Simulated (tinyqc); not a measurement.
# Worked calculation: AlGaN/GaN HEMT with access regions, lumped model

Numbers from tinyqc (`OMP_NUM_THREADS=1 python tinyqc.py 2570158 2570159 out.jsonl`; about 0.03 s on one thread of a shared Intel Xeon 2.30GHz). Printed values are rounded.

A polarisation-induced electron sheet under a Schottky gate, in series with two ungated access regions and contacts. Drift law v = mu E/(1 + mu E/vs) under the gate. Currents in mA/mm, resistances in ohm mm. No self-heating, no channel-length modulation; fits for polarisation, barrier and offset are chosen for the exercise.

Inputs (values chosen for the exercise); values close to those of AlGaN/GaN structures: aluminium share of the barrier x = 0.24; barrier thickness d = 15 nm; relative permittivity of barrier and channel eps_r = 9.1; channel mobility mu = 1300 cm^2/(V s); saturation velocity vs = 1.5e7 cm/s; gate length Lg = 1 um; source access length Ls = 2 um; drain access length Ld = 12 um; resistance of each contact Rc = 0.59 ohm mm; share of the drain-access electrons removed by traps ft = 0.25; gate voltage Vg = 1 V; drain voltage Vd = 10 V; critical field Ec = 2.8 MV/cm; depth over which the depleted charge spreads te = 0.37 um; insulator under the field plate tf = 50 nm; relative permittivity of that insulator ei = 7.5.

Constants: q = 1.602176634e-19 C, eps0 = 8.8541878128e-14 F/cm where lengths are in cm. Results are converted to the units shown.

## Polarisation charge, threshold and sheet resistance

sigma = (5e13 x + 1.6e13 x^2) cm^-2, phiB = 0.84 + 1.3 x, dEc = 0.7 (1.71 x + x^2) in volts, Cb = eps0 eps_r/d, VT = phiB - dEc - q sigma/Cb, access density n0 = -Cb VT/q. Rsh = 1/(q mu n0); largest access current q n0 vs.

sigma = 1.29216e13 cm^-2
Cb = 0.537154 uF/cm^2
VT = -3.02974 V
n0 = 1.01577e13 cm^-2
Rsh = 472.663 ohm
q n0 vs = 2441.16 mA/mm

## Iteration 1: drain current

I at the start = 670 mA/mm

Access resistance R(L, n) = L/(q mu n sqrt(1 - (I/(q n vs))^2)); Rs = Rc + R(Ls, n0), Rd = Rc + R(Ld, (1 - ft) n0). Vg' = Vg - I Rs, Vd' = Vd - I (Rs + Rd); with u = Vg' - VT, Vc = vs Lg/mu and w the smaller of Vd' and Vc [sqrt(1 + 2 u/Vc) - 1] (0 if negative), the channel gives (mu Cb/Lg)(u w - w^2/2)/(1 + w/Vc). I(new) = I + 0.3 (channel current - I).

Rs = 1.57308 ohm mm
Rd = 8.71629 ohm mm
Vg' = -0.0539626 V
Vd' = 3.10612 V
channel current = 1020.31 mA/mm
I after iteration 1 = 775.093 mA/mm

## Iteration 2: drain current

As before.

Rs = 1.58691 ohm mm
Rd = 8.93756 ohm mm
Vg' = -0.230005 V
Vd' = 1.84256 V
channel current = 936.353 mA/mm
I after iteration 2 = 823.471 mA/mm

## Course of the iteration: drain current

Stop when I changes by less than 1e-6 mA/mm, or after 60 iterations. I must stay below q (1 - ft) n0 vs.

Course of the iteration:

| iteration | I (mA/mm) | \|change\| (mA/mm) |
|---|---|---|
| 1 | 775.093 | 105 |
| 2 | 823.471 | 48.4 |
| 3 | 838.537 | 15.1 |
| 4 | 835.241 | 3.30 |
| 5 | 836.445 | 1.20 |
| 6 | 836.039 | 0.406 |
| 7 | 836.181 | 0.141 |
| 8 | 836.132 | 0.0486 |
| 9 | 836.149 | 0.0168 |
| 10 | 836.143 | 5.80e-3 |
| 11 | 836.145 | 2.00e-3 |
| 12 | 836.144 | 6.91e-4 |
| 13 | 836.144 | 2.39e-4 |
| 14 | 836.144 | 8.23e-5 |
| 15 | 836.144 | 2.84e-5 |
| 16 | 836.144 | 9.81e-6 |
| 17 | 836.144 | 3.39e-6 |
| 18 | 836.144 | 1.17e-6 |
| 19 | 836.144 | 4.03e-7 |

Converged in 19 iterations. At the end each change is about 0.35 times the one before, with alternating sign: linear convergence. Of Vd, 10.6 % reaches the channel; the access current is 46 % of its limit.

## On-resistance and breakdown

sigma = (5e13 x + 1.6e13 x^2) cm^-2, phiB = 0.84 + 1.3 x, dEc = 0.7 (1.71 x + x^2) in volts, Cb = eps0 eps_r/d, VT = phiB - dEc - q sigma/Cb, access density n0 = -Cb VT/q. Ron = 2 Rc + Ls/(q mu n0) + Ld/(q mu (1 - ft) n0) + Lg/(mu Cb (Vg - VT)). Off state: a depleted stretch that holds the voltage V has the peak field sqrt(k V), k = 2 q n0/(eps0 eps_r te), so one edge holds V1 = Ec^2/k. The sheet under the plate pinches off at Vf = q n0 (1/Cb + tf/(eps0 ei)); beyond it the gate edge is screened. BV = V1 if Vf >= V1, else Vf + V1, and at most Ec Ld. Specific resistance Ron (Ls + Lg + Ld); figure of merit BV^2 over it.

Ron = 10.0433 ohm mm
Vf = 15.2834 V
V1 = 71.8081 V
BV = 87.0914 V
specific resistance = 1.50650 mohm cm^2
figure of merit = 5.03481 MW/cm^2

The plate raises BV by a factor of 1.21.
